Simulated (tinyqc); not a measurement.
Resistance of a source-drain extension with a graded tip: one step of the calculation.

y runs along the channel, the gate covers y > 0. The doping is N0 for y < y0 and N0 10^(-(y - y0)/la) beyond, uniform over the depth xj. Sheet conductance s(y) = q mu(N) max(N - Nch, 0) xj + (for y > 0) ma Cox Vo, with mu(N) = u0 + (u1 - u0)/(1 + (N/Nr)^au) and Cox = eps0 eox/tox. Current is taken as one-dimensional; depletion of the tip, spreading and the contact are left out. The metallurgical junction lies at yj, where N = Nch.

Problem. Resistance of the overlapped part. Midpoint rule on 10 equal steps from 0 to yj: R_ov = sum h/s(y), per width.

Inputs (values chosen for the exercise); mobility law close to that of electrons in silicon:
```
symbol   value        unit                                                                 meaning
eox       7.44              relative permittivity of the gate insulator (close to silicon nitride)
tox        6.5          nm                                                     insulator thickness
N0      1.5e20       cm^-3                        active doping of the extension far from the gate
la         1.6   nm/decade                                                      lateral abruptness
y0         1.4          nm          position under the gate where the fall begins (gate edge at 0)
xj          28          nm                                                  depth of the extension
Nch     9.3e17       cm^-3                                                          channel doping
Vo        0.84           V                                                          gate overdrive
ma         160  cm^2/(V s)                                      mobility of the gate-induced layer
u1        1414  cm^2/(V s)                                                  mobility at low doping
u0        68.5  cm^2/(V s)                                                 mobility at high doping
Nr      9.2e16       cm^-3                                                        reference doping
au       0.711                                                                            exponent
```

Constants: q = 1.602176634e-19 C, eps0 = 8.8541878128e-14 F/cm where lengths are in cm. Results are converted to the units shown.

Wanted: y; N; doped conductance; sheet resistance; R_ov.

Solution.

```
point  y (nm)  N (cm^-3)  doped conductance (uS)  sheet resistance (ohm/square)
0      0.2466   1.500e20                    5046                          193.0
1      0.7398   1.500e20                    5046                          193.0
2       1.233   1.500e20                    5046                          193.0
3       1.726   9.379e19                    3258                          294.6
4       2.219   4.612e19                    1713                          540.8
5       2.713   2.268e19                   924.9                          942.4
6       3.206   1.115e19                   511.3                           1544
7       3.699   5.484e18                   282.5                           2389
8       4.192   2.697e18                   142.9                           3583
9       4.686   1.326e18                   43.37                           5569
```

R_ov = 7.616 ohm um

Numbers from tinyqc (`OMP_NUM_THREADS=1 python tinyqc.py 2282181 2282182 out.jsonl`; about 0.04 s on one thread of a shared Intel Xeon 2.30GHz).
